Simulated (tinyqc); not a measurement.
A log to judge: decay of LO phonons and the hot-phonon bottleneck in the cooling of electrons. Computed by tinyqc. Command: `OMP_NUM_THREADS=1 python tinyqc.py 3001630 3001631 out.jsonl hotphonon walk`. One thread of a shared host (Intel(R) Xeon(R) Processor @ 2.30GHz), about 0.01 s of CPU time with the checks.

n(E, T) = 1/(exp(E/(k_B T)) - 1) is the Bose occupation. Electrons have a temperature T_e; the LO modes within their reach share one occupation N; the decay products stay at the lattice temperature.

Inputs (values chosen for the exercise, modelled on zinc oxide): LO energy hbar omega = 71.5 meV; lifetime at T = 0, tau_0 = 1.9 ps; share f of the energy in the softer product = 0.23; lattice temperature T = 500 K; electron mass m* = 0.269 m_0; eps_inf = 3.67; static dielectric constant eps_s = 8.17; electron density n = 1.3e+19 1/cm^3; density of LO modes that the electrons reach, N_m = 2.6e+19 1/cm^3; power supplied per electron P = 1.4 nW; step factor = 0.02.

Decay channel: two unequal phonons (Ridley).

Constants: k_B = 8.617333262e-05 eV/K; c = 299792458 m/s; e^2/(4 pi eps_0) = 14.39964548 eV angstrom; hbar^2/(2 m_0) = 3.80998212 eV angstrom^2; hbar = 6.582119569e-16 eV s; e = 1.602176634e-19 C.

Method:
- Decay rate 1/tau = (1/tau_0) [1 + n(f hbar omega) + n((1 - f) hbar omega)].
- Full width Gamma = 1/(2 pi c tau) in 1/cm, c in cm/s.
- Froehlich coupling alpha = (e^2/(4 pi eps_0)) (1/eps_inf - 1/eps_s) k_0/(2 hbar omega), k_0 = sqrt(m* hbar omega/(hbar^2/(2 m_0))); emission time tau_sp = hbar/(2 alpha hbar omega); bottleneck ratio r = (n/N_m) tau/tau_sp.
- Net emission per electron: [(N + 1) x - N]/tau_sp with x = exp(-hbar omega/(k_B T_e)), a simple two-level balance; steady state of the modes: n [(N + 1) x - N]/tau_sp = N_m (N - N_0)/tau; power per electron P = hbar omega [(N + 1) x - N]/tau_sp.
- Eliminating N gives P(T_e) = (hbar omega/tau_sp) [(N_0 + 1) x - N_0]/[1 + r (1 - x)]. Newton steps on ln P against ln T_e, times the step factor, each limited to 0.7 in ln T_e and to keeping a fifth of T_e - T; start at 1.5 T; stop when |ln(P/P(T_e))| < 1e-9 or after 40 steps.

Iterations:
```
step  T_e (K)  P(T_e) (nW)  ln(P/P(T_e))
0     750.000      10.8066      -2.04369
1     740.294      10.3683      -2.00228
2     731.147       9.9561      -1.96172
3     722.519       9.5682      -1.92198
4     714.375       9.2029      -1.88305
5     706.682       8.8586      -1.84491
6     699.410       8.5337      -1.80755
7     692.530       8.2271      -1.77096
8     686.016       7.9373      -1.73510
...       ...          ...           ...
31    599.274       4.1428      -1.08490
32    597.185       4.0531      -1.06301
33    595.181       3.9671      -1.04157
34    593.256       3.8846      -1.02056
35    591.407       3.8055      -0.99998
36    589.631       3.7296      -0.97982
37    587.924       3.6566      -0.96006
38    586.282       3.5865      -0.94071
39    584.703       3.5192      -0.92175
```

Can the last value be used, and what does the course show?

No. Not converged: the residual falls at every step, but slowly, by a factor of about 0.980 a step. Near the root each step multiplies the error by 1 - (step factor) = 0.98. Reruns converge with step factor = 1.0; or with step factor = 0.7.
